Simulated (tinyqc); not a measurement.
Comparisons within one model: cyclotron resonance of ellipsoidal valleys, Ge type. A value that a table varies takes the place of the one given here.

Valleys along [111], [-111], [1-11], [11-1], mass ml along the axis and mt across it. B lies in the (1-10) plane, b = (sin(theta)/sqrt2, sin(theta)/sqrt2, cos(theta)). For the angle phi between B and the axis, 1/mc^2 = cos^2(phi)/mt^2 + sin^2(phi)/(mt ml). Resonance: h nu = 2 muB B/mc, h = 2 pi hbar.

Constants: hbar = 6.58211957e-16 eV s; muB = 5.788381798e-05 eV/T.

Inputs chosen for the exercise (near those of Ge; shifted at random, so the results belong to these values and not to a real crystal): ml = 1.608 m0 (longitudinal mass); mt = 0.086 m0 (transverse mass); ths = (0, 10, 25, 35, 55, 70, 90) degrees (angles); g1 = 13.39 (Luttinger gamma1); g2 = 4.23 (gamma2); g3 = 5.7 (gamma3); theta = 74 degrees (angle of B from [001] towards [110]); nu = 9.4 GHz (microwave frequency).

## Rotating the field

mc against theta; [-111] and [1-11] stay equal in this plane.

Cyclotron masses (m0):

| theta (degrees) | [111] | [-111] | [11-1] |
|---|---|---|---|
| 0 | 0.1416 | 0.1416 | 0.1416 |
| 10 | 0.1180 | 0.1434 | 0.1809 |
| 25 | 0.0982 | 0.1538 | 0.2976 |
| 35 | 0.0911 | 0.1670 | 0.3718 |
| 55 | 0.0860 | 0.2169 | 0.2141 |
| 70 | 0.0890 | 0.2860 | 0.1432 |
| 90 | 0.1039 | 0.3719 | 0.1039 |

All valleys give one line at theta = 0, B along [001], with mc = 0.1416. The [111] valley reaches mt at 54.7 degrees, and [11-1] reaches its largest value sqrt(ml mt) = 0.3719 at 35.3 degrees, where B is perpendicular to it; the listed maximum of that branch is 0.3718. The pair [-111], [1-11] reaches the same value at 90 degrees.

## Heavy and light holes (cyclotron masses of warped hole bands)

E = c k^2 f(n) with f = g1 -/+ 2 sqrt(g2^2 + 3 (g3^2 - g2^2)(nx^2 ny^2 + ny^2 nz^2 + nz^2 nx^2)). For the orbit through k = 0 perpendicular to b = (sin(theta)/sqrt2, sin(theta)/sqrt2, cos(theta)), mc is the mean of 1/f over the directions n in that plane (180 evenly spaced angles). Quantum effects of the lowest levels are left out.

Cyclotron masses (m0):

| theta (degrees) | heavy | light |
|---|---|---|
| 0 | 0.2792 | 0.0435 |
| 10 | 0.2867 | 0.0433 |
| 25 | 0.3229 | 0.0425 |
| 35 | 0.3530 | 0.0419 |
| 55 | 0.3775 | 0.0414 |
| 70 | 0.3737 | 0.0417 |
| 90 | 0.3708 | 0.0420 |

The heavy mass varies by 35 % over the table, with its largest listed value at 55 degrees ([111] lies at 54.7) and its smallest at 0; the light mass varies by 4.9 %. The warping term enters both with the same size, but it is set against a small inverse mass in one and a large one in the other (along [111], g1 - 2 g3 = 1.99 and g1 + 2 g3 = 24.79).

## What each parameter does

Resonance fields B = h nu mc/(2 muB) of the valleys [111], [-111] and [11-1]. Each row changes one parameter from the base and keeps the others.

Results:

| case | [111] (T) | [-111] (T) | [11-1] (T) |
|---|---|---|---|
| base | 0.0305 | 0.1038 | 0.0443 |
| ml = 1.849 m0 | 0.0305 | 0.1086 | 0.0446 |
| mt = 0.077 m0 | 0.0273 | 0.0964 | 0.0399 |
| theta = 70 degrees | 0.0299 | 0.0961 | 0.0481 |
| nu = 10.34 GHz | 0.0335 | 0.1141 | 0.0488 |

The largest shifts from the base row, up to three for each result and ties (the steps differ in size, so this ranks the rows, not the parameters). [111] (T): mt -0.0032, nu +0.0030, theta -0.0006; unchanged at the printed digits by ml. [-111] (T): nu +0.0104, theta -0.0077, mt -0.0074. [11-1] (T): mt -0.0045, nu +0.0044, theta +0.0037.

Program tinyqc; command `OMP_NUM_THREADS=1 python tinyqc.py 1251245 1251246 out.jsonl`; about 0.01 s on one thread of a shared Intel(R) Xeon(R) Processor @ 2.30GHz.
